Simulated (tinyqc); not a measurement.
A square-lattice strip 2 sites wide, recursive Green functions: transmission against energy.

The device has N = 3 slices of 2 site(s), nearest-neighbour hopping -t, and site energies U; the leads are semi-infinite continuations with site energy 0. V = <i+1|H|i> = -t 1.

Transverse modes n = 1..2: chi_n(j) = sqrt(2/3) sin(pi n j/3), energy e_n = -2 t cos(pi n/3). Sigma = t^2 sum_n chi_n chi_n^T g(E - e_n), g(x) = (x - i sqrt(4 t^2 - x^2))/(2 t^2) for |x| < 2 t and (x - sign(x) sqrt(x^2 - 4 t^2))/(2 t^2) otherwise; Gamma = i (Sigma - Sigma^dagger); both leads give the same. Forward pass: g_1 = (E - H_1 - Sigma)^(-1), g_i = (E - H_i - V g_(i-1) V^dagger)^(-1), with Sigma also subtracted on the last slice; G_(i,1) = g_i V G_(i-1,1), starting from g_1. H_i is the block of slice i: its site energies on the diagonal and -t between neighbouring rows. T(E) = Tr[Gamma G_(N,1) Gamma G_(N,1)^dagger].

Inputs (values chosen for the exercise):
```
symbol                                    value  unit                                    meaning
t                                             1    eV                hopping (matrix element -t)
U       [0.05, 0.14, -0.04, -0.04, 0.07, -0.06]    eV  site energies, slice by slice (2 a slice)
```

Transmission against energy:

| E (eV) | open modes | T(E) | T(E) per open mode |
|---|---|---|---|
| -2.9 | 1 | 0.98966 | 0.98966 |
| -2.42 | 1 | 0.99523 | 0.99523 |
| -1.93 | 1 | 0.99542 | 0.99542 |
| -1.45 | 1 | 0.99550 | 0.99550 |
| -0.97 | 2 | 1.9333 | 0.96664 |
| -0.48 | 2 | 1.9871 | 0.99353 |
| 0 | 2 | 1.9903 | 0.99516 |
| 0.48 | 2 | 1.9876 | 0.99380 |
| 0.97 | 2 | 1.9329 | 0.96647 |
| 1.45 | 1 | 0.99479 | 0.99479 |
| 1.93 | 1 | 0.99512 | 0.99512 |
| 2.42 | 1 | 0.99507 | 0.99507 |
| 2.9 | 1 | 0.98754 | 0.98754 |

T(E) lies between 0.988 (E = 2.9 eV) and 1.99 (E = 0 eV) in these rows. The leads offer 1 to 2 open mode(s), of which the mean share 0.99 is transmitted.

Computed by the program tinyqc: `OMP_NUM_THREADS=1 python tinyqc.py 2660134 2660135 out.jsonl`, one thread of a shared Intel Xeon 2.30GHz, about 0.01 s for the whole run.
